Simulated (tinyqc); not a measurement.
# Threshold-voltage variability of a planar MOSFET, analytic estimates: effects of single changes

Three independent sources add in quadrature: random dopants in the depleted layer, metal-gate grains of two orientations, and roughness of the two gate edges acting through the roll-off VT = VT(long) - Vr exp(-L/l). These are first-order estimates: no three-dimensional electrostatics, no percolation.

Values chosen for this exercise; material values close to those of silicon: temperature T = 300 K; band gap Eg = 1.12 eV; relative permittivity of the semiconductor eps_r = 11.6; conduction-band density of states at T Nc = 2.77e19 cm^-3; valence-band density of states at T Nv = 2.65e19 cm^-3; channel doping Na = 6.6e17 cm^-3; oxide-equivalent thickness in inversion ti = 2.2 nm; gate length L = 16 nm; gate width W = 22 nm; metal grain size G = 4 nm; work-function difference of the two grain orientations dW = 0.15 eV; share of the orientation of higher work function p = 0.4; rms roughness of one gate edge De = 1.4 nm; correlation length of the roughness La = 20 nm; decay length of the threshold roll-off l = 2.8 nm; prefactor of the roll-off Vr = 1.2 V.

Constants: q = 1.602176634e-19 C, kB = 1.380649e-23 J/K, Vt = kB T/q, eps0 = 8.8541878128e-14 F/cm where lengths are in cm. Results are converted to the units shown.

Each table varies one quantity; the others keep the values above.

## Effect of the correlation length of the roughness

ni = sqrt(Nc Nv) exp(-Eg/(2 Vt)), Eg in volts; Cox = 3.9 eps0/ti; Wd = sqrt(4 eps0 eps_r Vt ln(Na/ni)/(q Na)); dopants: s1 = (q/Cox) sqrt(Na Wd/(3 L W)). Grains: Ng = L W/G^2 (at least 1), s2 = dW sqrt(p (1 - p)/Ng). Edges, with exponential correlation and u = W/La: the mean gate length has sL^2 = 2 De^2 (2/u)[1 - (1 - exp(-u))/u]; s3 = sL (Vr/l) exp(-L/l). s = sqrt(s1^2 + s2^2 + s3^2). l and Vr are held fixed.

The same in every row: s1 (mV) = 52.58; s2 (mV) = 15.67.

Effect of the correlation length of the roughness:
```
La (nm)  s3 (mV)  s (mV)  s sqrt(L W) (mV um)
2          1.138   54.88                1.030
5          1.662   54.89                1.030
10         2.060   54.90                1.030
20         2.367   54.92                1.030
40         2.564   54.93                1.031
80         2.676   54.93                1.031
160        2.736   54.93                1.031
```

Read the table: what changes, and by how much?

As La goes from 2 to 160 nm, s stays near 54.9 mV. The dopants are the largest source in the first and the last row. The edge term s3 rises from 1.14 to 2.74 mV: a longer correlation averages out less along the width. In every row the depleted region holds under ten dopants, so their spread is not Gaussian. In every row the depletion depth exceeds L, so source and drain share much of the charge and s1 is rough.

## Scaling length and width together

Same model as above.

l and Vr are held fixed. W = 1.375 L in every row; l is held fixed.

Results:
```
L (nm)  s1 (mV)  s2 (mV)   s3 (mV)  s (mV)  s sqrt(L W) (mV um)
10        84.13    25.07     21.41   90.36                1.060
13        64.72    19.28     7.116   67.90                1.035
16        52.58    15.67     2.367   54.92                1.030
23        36.58    10.90    0.1823   38.17                1.029
29        29.01    8.644   0.02032   30.27                1.029
35        24.04    7.162  0.002273   25.08                1.029
```

Estimate the missing row, L = 19 nm.

Computed row:
```
L (nm)  s1 (mV)  s2 (mV)  s3 (mV)  s (mV)  s sqrt(L W) (mV um)
19        44.28    13.19   0.7885   46.21                1.030
```

With this row back in the table: As L goes from 10 to 35 nm, s falls from 90.4 to 25.1 mV. The dopants are the largest source in the first and the last row. The product s sqrt(L W) falls from 1.06 to 1.03 mV um: s1 and s2 go as 1/sqrt(L W), so the change comes from s3 alone. For L = 10 to 16 nm the depleted region holds under ten dopants, so their spread is not Gaussian. In every row the depletion depth exceeds L, so source and drain share much of the charge and s1 is rough.

## Effect of the oxide-equivalent thickness in inversion

Same model as above.

l and Vr are held fixed.

The same in every row: s2 (mV) = 15.67; s3 (mV) = 2.367.

Result of one run:
```
ti (nm)  s1 (mV)  s (mV)  s sqrt(L W) (mV um)
1.6        38.24   41.39               0.7766
```

What becomes of these results when the oxide-equivalent thickness in inversion ti is changed from 1.6 to 3.2 nm, all else the same?

Result of the changed run:
```
ti (nm)  s1 (mV)  s (mV)  s sqrt(L W) (mV um)
3.2        76.48   78.11                1.465
```

The whole series:
```
ti (nm)  s1 (mV)  s (mV)  s sqrt(L W) (mV um)
0.8        19.12   24.83               0.4659
1.2        28.68   32.77               0.6148
1.6        38.24   41.39               0.7766
2          47.80   50.36               0.9448
2.4        57.36   59.51                1.117
2.8        66.92   68.77                1.290
3.2        76.48   78.11                1.465
```

As ti goes from 0.8 to 3.2 nm, s rises from 24.8 to 78.1 mV. The dopants are the largest source in the first and the last row. s1 goes on average as ti^(1.00). In every row the depleted region holds under ten dopants, so their spread is not Gaussian. In every row the depletion depth exceeds L, so source and drain share much of the charge and s1 is rough.

Numbers from tinyqc (`OMP_NUM_THREADS=1 python tinyqc.py 2090139 2090140 out.jsonl`; about 0.01 s on one thread of a shared Intel Xeon 2.30GHz).
